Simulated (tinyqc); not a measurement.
Worked calculation: out-diffusion of a doped substrate or buried layer into a growing epitaxial film. Computed by tinyqc, a small Python program that keeps every step. Command: `OMP_NUM_THREADS=1 python tinyqc.py 3011838 3011839 out.jsonl buried walk`. One thread of a shared host (Intel(R) Xeon(R) Processor @ 2.30GHz), about 0.01 s of CPU time with the checks. Intermediate numbers are printed to about 6 digits and carried at full precision; extremes and crossings named in words are read from the listed rows.

x is counted from the original substrate surface into the film, whose surface moves as x = v t. Substrate dopant has one diffusivity; the dopant of the film is taken as uniform.

Inputs (values chosen for the exercise, modelled on arsenic in silicon): prefactor D0 = 8.92 cm^2/s; activation energy E = 4 eV; substrate concentration C_s = 8.9e+18 1/cm^3; film doping C_e = 9.1e+15 1/cm^3; growth rate v = 0.78 um/min; film thickness d = 0.93 um; growth temperature T = 1075 C; autodoping level at the start, as a share of C_s = 0.0004; decay length of autodoping = 0.62 um; later thermal budget (Dt)2 = 6.1e-12 cm^2.

Film doping: opposite type.

Constants: k_B = 8.617333262e-05 eV/K.

## Scales

D = D0 exp(-E/(k_B T)); growth time t = d/v; l = 2 sqrt(D t); growth number G = v t/l = d/l; 1 um = 1e-4 cm. Temperatures in kelvin are T(C) + 273.15.

diffusivity D = 9.93567e-15 cm^2/s

growth time t = 1.19231 min

length l = 0.0168616 um

growth number G = 55.1549

The surface outruns diffusion, so the film acts as an infinite medium.

## Moving boundary against the simple erfc

For a surface that grows from dopant-free material and loses none by evaporation, with u = x/l and s = G - u: C/C_s = (1/2) [erfc(u) + (1 + 4 G (G + s)) exp(4 G s) erfc(G + s) - (4G/sqrt(pi)) exp(-u^2)]; for large G it tends to (1/2) erfc(u). Early in the growth G = sqrt(v x_s/(4 D)) for the thickness x_s reached so far; rows give C at the interface (u = 0) and at the surface (u = G).

The first stage of growth:
```
G     C/C_s at the interface  C at the surface (1/cm^3)  simple erfc there (1/cm^3)    ratio  thickness x_s (nm)
0.10                0.824033                7.06280e+18                 3.94954e+18  1.78826         3.05713e-03
0.25                0.679673                4.88725e+18                 3.22035e+18  1.51762         1.91071e-02
0.50                0.577186                2.49074e+18                 2.13378e+18  1.16729         7.64283e-02
0.75                0.538076                1.17120e+18                 1.28536e+18  0.91119         1.71964e-01
1.00                0.520901                5.05432e+17                 6.99981e+17  0.72206         3.05713e-01
1.50                0.507942                7.14337e+16                 1.50832e+17  0.47360         6.87854e-01
2.00                0.503733                6.81423e+15                 2.08159e+16  0.32736         1.22285e+00
2.50                0.502020                4.28461e+14                 1.81094e+15  0.23660         1.91071e+00
3.00                0.501207                1.74466e+13                 9.83027e+13  0.17748         2.75142e+00
```

At the interface the value falls from 0.824 towards 1/2 as G grows; among these rows it is within 1 % of 1/2 from G = 2 on. At the surface the ratio to the simple erfc goes from 1.788 to 0.177: a fixed wall would double the value, while fresh undoped material dilutes a fast-moving surface. The surface value drops below C_e = 9.1e15 by the row at 1.22 nm; the finished film has G = 55.2. Caution: rows with a thickness or a length l = x_s/G below about 1 nm are formal for a continuum model.

## Transition width

After growth and the later budget: l2 = 2 sqrt(D t + (Dt)2); C(x) = (C_s/2) erfc(x/l2) + share x C_s exp(-x/decay length) for x > 0 (autodoping taken as unchanged by the later budget). The transition x_t solves C(x) = C_e, the metallurgical junction. Usable film = d - x_t. Also give x_t for the erfc term alone, after growth and after the later budget.

length l2 = 0.0521950 um

x_t after growth, erfc alone = 0.0367659 um

x_t after the later budget, erfc alone = 0.113809 um

x_t with autodoping = 0.118032 um

usable film = 0.811968 um

Solid-state diffusion sets the transition. The later budget is 8.6 times that of the growth.

## Profile in the film

Positions are 0.05, 0.2, 0.4, 0.6, 0.8, 1, 1.25 and 1.5 of x_t with autodoping (any beyond the film thickness are formal); net doping = |C - C_e|.

Concentrations (1/cm^3):
```
x/x_t    x (um)    diffusion   autodoping   net doping
0.05   0.005902  3.88466e+18  3.52627e+15  3.87909e+18
0.20   0.023606  2.32480e+18  3.42700e+15  2.31913e+18
0.40   0.047213  8.93650e+17  3.29897e+15  8.87849e+17
0.60   0.070819  2.44777e+17  3.17573e+15  2.38853e+17
0.80   0.094425  4.67891e+16  3.05708e+15  4.07462e+16
1.00   0.118032  6.15712e+15  2.94288e+15            0
1.25   0.147539  2.84798e+14  2.80609e+15  6.00911e+15
1.50   0.177047  7.16470e+12  2.67567e+15  6.41716e+15
```

Checks made by the program: conservation of dopant by the moving-boundary solution (relative difference below 1e-10).
